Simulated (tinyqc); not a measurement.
Shallow acceptor in the spherical four-band model, step by step. Values are carried at full precision from step to step, so a last printed digit may differ when a step is redone from the rounded ones.

Units Ry* = Ry/(g1 eps^2) and a* = a0 eps g1; mu = (6 g3 + 4 g2)/(5 g1) is the spherical heavy-light coupling and delta = (g3 - g2)/g1 the cubic term, which is left out.

Constants: Ry = 13.60569312 eV; a0 (Bohr radius) = 0.5291772105 angstrom.

Values chosen for the exercise (near those of a shallow acceptor in InP; the results hold for these values, not for the real material): g1 = 5.08 (Luttinger gamma1); g2 = 1.6 (gamma2); g3 = 2.1 (gamma3); eps = 12.5 (dielectric constant); al = (0.398, 2.39, 14.3) 1/a*^2 (exponents a_i, the same for f and g); Dso = 0.107 eV (spin-orbit splitting).

## Units and couplings

Give Ry*, a*, mu, delta and the spherical masses 1/(g1 (1 -/+ mu)).

Ry* = 17.141 meV
a* = 33.60 angstrom
mu = 0.74803
delta = 0.0984

heavy and light mass (m0): [0.7812, 0.1126]

A hydrogen model with the heavy mass would bind by Ry*/(1 - mu) = 68.0 meV and with the light mass by 9.8 meV. delta/mu = 0.13: the cubic term is a modest correction.

## Matrices in a small basis

The ground state 1S3/2 has an L = 0 part f(r) and an L = 2 part g(r). In units of Ry* and a*, with Gaussians f_i = exp(-a_i r^2), g_i = r^2 exp(-a_i r^2), A = a_i + a_j and I(n) = Gamma((n + 1)/2)/(2 A^((n + 1)/2)): S_ff = I(2), S_gg = I(6), H_ff = (6 a_i a_j/A) I(2) - 2 I(1), H_gg = (14 a_i a_j/A) I(6) - 2 I(5), H_fg = -mu [15 I(2) - 20 a_j I(4) + 4 a_j^2 I(6)]; each function is then normalised. The split-off band is left out.

Form S and H.

S, rows f1, f2, f3, g1, g2, g3 and columns alike:
```
[[1.0000, 0.5852, 0.1850, 0, 0, 0],
 [0.5852, 1.0000, 0.5864, 0, 0, 0],
 [0.1850, 0.5864, 1.0000, 0, 0, 0],
 [0, 0, 0, 1.0000, 0.2865, 0.0195],
 [0, 0, 0, 0.2865, 1.0000, 0.2878],
 [0, 0, 0, 0.0195, 0.2878, 1.0000]]
```

H (Ry*), rows f1, f2, f3, g1, g2, g3 and columns alike:
```
[[-0.8195, -1.0072, -1.1705, -1.1531, -0.3303, -0.0225],
 [-1.0072, 2.2360, 1.7983, -1.9835, -6.9241, -1.9925],
 [-1.1705, 1.7983, 30.8311, -0.8075, -11.9219, -41.4287],
 [-1.1531, -1.9835, -0.8075, 1.7122, 0.7926, 0.0157],
 [-0.3303, -6.9241, -11.9219, 0.7926, 14.0985, 6.8349],
 [-0.0225, -1.9925, -41.4287, 0.0157, 6.8349, 93.6632]]
```

## Ground state in the small basis

Solve H u = E S u for the lowest level of the acceptor; the first half of the basis is L = 0 and the second L = 2. Give E, E without the f-g block, and the L = 2 weight u_g S_gg u_g with u S u = 1.

E = -2.015 Ry*
E without coupling = -0.906 Ry*
L = 2 weight = 0.237

Without the coupling the exact value is -1, which this basis, tuned to the compact coupled state, misses by 0.094. The coupling to L = 2 takes the level to 2.01 times that exact value.

## Converged result

Converged values use 22 exponents 2.2^i, i = -7 to 14, for f and for g.
Ground and next level of the same symmetry, L = 2 weight and mean radius.

1S3/2 and 2S3/2 (Ry*): [-2.131, -0.631]

binding energies (meV): [36.5, 10.8]

L = 2 weight = 0.258
<r> = 25.9 angstrom

The small basis reaches 95 % of the binding. The ratio 1S/2S is 3.38 (4 for hydrogen). The binding is 0.34 of Dso, so the split-off band, left out here, would deepen it noticeably.

## Checks

- Level at mu = 0 against -1 Ry*: both -1.0000.
- Ground level from a second, denser basis, Ry*: both -2.131.

Program tinyqc; command `OMP_NUM_THREADS=1 python tinyqc.py 1281392 1281393 out.jsonl`; about 0.04 s on one thread of a shared Intel(R) Xeon(R) Processor @ 2.30GHz.
